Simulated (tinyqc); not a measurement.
Strain-driven crossing of the Gamma and L valleys in a germanium-like crystal: one step. Band edges. Three cases, with inputs chosen for the exercise.

Task: Give the edges and the direct and indirect gaps from the top valence edge.

Edges from the unstrained valence top: Gamma at Eg + ac tr(e); an L valley with unit axis u at EgL + aL tr(e) + XuL (u.e.u - tr(e)/3), u along [111], [1-1-1], [-11-1], [-1-11]; valence edges are the levels of the 6 x 6 matrix of X, Y, Z times spin with -Dso/3 + l exx + m (eyy + ezz) on the diagonal (cyclic), n exy off it, l = av + 2 b, m = av - b, n = sqrt(3) d. Spin-orbit term (Dso/3) L.sigma on X, Y, Z with (L_k)_ij = -i epsilon_kij: <X+|H|Y+> = -i Dso/3, <X+|H|Z-> = Dso/3, <Y+|H|Z-> = -i Dso/3, <Z+|H|X-> = -Dso/3, <Z+|H|Y-> = i Dso/3, <X-|H|Y-> = i Dso/3, and their conjugates; + and - are the spin along z.

Give: Gamma edge; L edges; valence edges from the top; direct and indirect gap.

Case 1.

Values chosen (near those of Ge, gaps at low temperature; shifted at random, so the results belong to these values and not to a real crystal): Eg = 0.888 eV (gap at Gamma to the s-like level); EgL = 0.737 eV (gap to L); Dso = 0.286 eV (spin-orbit splitting); ac = -8.33 eV (conduction deformation potential); av = 1.25 eV (valence hydrostatic potential); b = -2.59 eV (tetragonal shear potential); d = -5.39 eV (trigonal shear potential); aL = -1.73 eV (hydrostatic potential of the L edge, Xd + Xu/3); XuL = 16.93 eV (uniaxial potential, L).

strain tensor in the cubic axes:
```
            x           y            z
x  0.00895898  0.00924102   0.00000000
y  0.00924102  0.00895898   0.00000000
z  0.00000000  0.00000000  -0.00688612
```

Result:

Gamma edge = 0.7961 eV

L edges (eV): [111] 0.8222, [1-1-1] 0.6136, [-11-1] 0.6136, [-1-11] 0.8222

valence edges from the top (eV): 0.0800  -0.0203  -0.3044

direct and indirect gap (eV): 0.7161  0.5336

The gap is indirect: Gamma lies 182 meV above the lowest L valley. The top two valence edges are 100 meV apart.

Case 2.

Values chosen (near those of Ge, gaps at low temperature; shifted at random, so the results belong to these values and not to a real crystal): Eg = 0.886 eV (gap at Gamma to the s-like level); EgL = 0.731 eV (gap to L); Dso = 0.285 eV (spin-orbit splitting); ac = -8.12 eV (conduction deformation potential); av = 1.26 eV (valence hydrostatic potential); b = -2.55 eV (tetragonal shear potential); d = -5.34 eV (trigonal shear potential); aL = -1.71 eV (hydrostatic potential of the L edge, Xd + Xu/3); XuL = 15.75 eV (uniaxial potential, L).

strain tensor in the cubic axes:
```
            x           y            z
x  0.00510000  0.00000000   0.00000000
y  0.00000000  0.00510000   0.00000000
z  0.00000000  0.00000000  -0.00378131
```

Result:

Gamma edge = 0.8339 eV

L edges (eV): [111] 0.7200, [1-1-1] 0.7200, [-11-1] 0.7200, [-1-11] 0.7200

valence edges from the top (eV): 0.0340  -0.0146  -0.2802

direct and indirect gap (eV): 0.7998  0.6860

The gap is indirect: Gamma lies 114 meV above the lowest L valley. The top two valence edges are 49 meV apart.

Case 3.

Values chosen (near those of Ge, gaps at low temperature; shifted at random, so the results belong to these values and not to a real crystal): Eg = 0.9 eV (gap at Gamma to the s-like level); EgL = 0.751 eV (gap to L); Dso = 0.285 eV (spin-orbit splitting); ac = -8.18 eV (conduction deformation potential); av = 1.26 eV (valence hydrostatic potential); b = -2.52 eV (tetragonal shear potential); d = -5.36 eV (trigonal shear potential); aL = -1.4 eV (hydrostatic potential of the L edge, Xd + Xu/3); XuL = 16.42 eV (uniaxial potential, L).

strain tensor in the cubic axes:
```
            x           y            z
x  0.01180000  0.00000000   0.00000000
y  0.00000000  0.01180000   0.00000000
z  0.00000000  0.00000000  -0.00864482
```

Result:

Gamma edge = 0.7777 eV

L edges (eV): [111] 0.7301, [1-1-1] 0.7301, [-11-1] 0.7301, [-1-11] 0.7301

valence edges from the top (eV): 0.0855  -0.0327  -0.2813

direct and indirect gap (eV): 0.6922  0.6446

The gap is indirect: Gamma lies 48 meV above the lowest L valley. The top two valence edges are 118 meV apart.

Computed by tinyqc, one run a case: `OMP_NUM_THREADS=1 python tinyqc.py N N+1 out.jsonl` with N = 1050032, 1050170, 1050216; one thread of a shared Intel(R) Xeon(R) Processor @ 2.30GHz, about 0.01 s a run at most.
